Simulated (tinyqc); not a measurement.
Deep-level transient spectroscopy (DLTS) of one majority-carrier trap: one step, computed by the program tinyqc. Command: `OMP_NUM_THREADS=1 python tinyqc.py 3009546 3009547 out.jsonl dlts walk`. One thread of a shared host (Intel(R) Xeon(R) Processor @ 2.30GHz), about 0.07 s of CPU time with the checks.

A filling pulse loads the traps in a one-sided junction; under reverse bias they empty at the rate e, and the capacitance relaxes as C(t) = C_0 - dC exp(-e t). The signal is S = [C(t_2) - C(t_1)]/dC.

Question. Signal size and trap density. W = sqrt(2 eps eps_0 (V_b + V_r)/(e N)), C_0 = eps eps_0 area/W. The pulse goes to zero bias, W_0 = W(V_r = 0). Traps within lambda = sqrt(2 eps eps_0 (E_t - E_F)/(e^2 N)) of the depletion edge stay filled, with E_F = k_B T_p ln(N_b/N) from the band, N_b = 2 M (2 pi m k_B T_p/h^2)^(3/2) (dopants taken as fully ionised). dC = C_0 (N_t/2N) f, f = [(W - lambda)^2 - max(W_0 - lambda, 0)^2]/W^2. The simple estimate is 2 N dC/C_0.

Inputs (values chosen for the exercise, with mass and screening modelled on germanium): density-of-states mass m = 0.218 m_0; valleys M = 4; trap depth E_t = 0.262 eV; temperature T = 151 K; doping N = 3.7e+15 cm^-3; trap density N_t = 6.7e+13 cm^-3; dielectric constant eps = 16.3; built-in voltage V_b = 0.53 V; reverse bias V_r = 9 V; diode area = 0.0009 cm^2.

Carriers: electrons. Extra term: none.

peak temperature T_p = 193.1202 K

Constants: eps_0 = 8.8541878128e-12 F/m; e = 1.602176634e-19 C; k_B = 8.617333262e-05 eV/K; m_0 = 9.1093837015e-31 kg; k_B = 1.380649e-23 J/K; h = 6.62607015e-34 J s.

Give: depletion width W; C_0; lambda; f; transient amplitude dC; simple estimate of N_t.

Answer.

depletion width W = 2.1541 micrometre

C_0 = 6.0298 pF

lambda = 0.26215 micrometre

f = 0.75839

transient amplitude dC = 41.404 fF

simple estimate of N_t = 5.0812e+13 cm^-3

The simple estimate finds 76 % of the traps.
